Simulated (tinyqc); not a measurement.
As the film thickens, and with more bath resistance: electroplating on a thin resistive seed layer: kinetics, Wagner number and the terminal effect across a wafer. Computed by tinyqc, a small Python program. Command: `OMP_NUM_THREADS=1 python tinyqc.py 3120648 3120649 out.jsonl terminal walk`. One thread of a shared host (Intel(R) Xeon(R) Processor @ 2.30GHz), about 0.02 s of CPU time with the checks.

Current enters the seed at the rim. The bath is treated as a local resistance per area (no lateral flow in the liquid), two electrons per ion, molar volume 7.11 cm^3/mol, Faraday constant F = e N_A, kinematic viscosity 0.01 cm^2/s, omega = 2 pi x rpm/60; k_B T/e is in volts.

Inputs (values chosen for the exercise, of the order of those for copper plating from an acid sulfate bath):
```
quantity                               value         unit
wafer radius R                            15           cm
seed thickness t                          99           nm
seed resistivity                          20  microohm cm
bath conductivity kappa                 0.19         S/cm
gap to the anode h                       6.7           cm
extra resistance of a porous plate         0     ohm cm^2
exchange current density i_0            0.29      mA/cm^2
cathodic transfer coefficient alpha     0.84            -
mean current density                      16      mA/cm^2
diffusivity of the metal ion         5.8e-06       cm^2/s
metal ion concentration                 0.47        mol/L
rotation rate                            100          rpm
temperature T                            298            K
```

Constants: e = 1.602176634e-19 C; N_A = 6.02214076e+23 1/mol; k_B = 8.617333262e-05 eV/K.

Method:
- Growth rate = i V_m/(2 F). Levich limit i_L = 0.62 x 2 F D^(2/3) omega^(1/2) nu^(-1/6) c. Tafel overpotential eta = (k_B T/(alpha e)) ln(i/i_0); kinetic resistance k_B T/(alpha e i); bath resistance h/kappa + plate; R_s = resistivity/t; Wagner number = kinetic resistance x kappa/R.
- Full model: seed potential phi(r) with (1/r)(r phi')' = R_s i, where i solves phi = R_b i + (k_B T/(alpha e)) ln(i/i_0) (phi being the driving voltage left at r); phi'(0) = 0 and phi'(R) = R_s i_mean R/2. Solved by collocation to a tolerance of 1e-7.
- The film is taken as uniform, with the seed resistivity; the last column adds 100 ohm cm^2 to R_b. Extra power of that plate = i^2 x 100 ohm cm^2 x area.

sheet resistance R_s = 2.02020 ohm/square

bath resistance R_b = 35.2632 ohm cm^2

Edge over centre:
```
thickness (nm)  R_s (ohm/square)  as given  with 100 ohm cm^2 more
99.0                      2.0202    7.0978                  2.0157
148.5                     1.3468    4.2809                  1.6331
198.0                     1.0101    3.1976                  1.4590
297.0                     0.6734    2.3033                  1.2958
495.0                     0.4040    1.7101                  1.1727
990.0                     0.2020    1.3297                  1.0846
1980.0                    0.1010    1.1588                  1.0419
```

extra power = 18.096 W

What follows from these numbers?

The ratio falls below 1.1 in none of these rows as given, and from 990 nm on with the added resistance: what counts is R_s R^2 against the sum of kinetic and bath resistance.
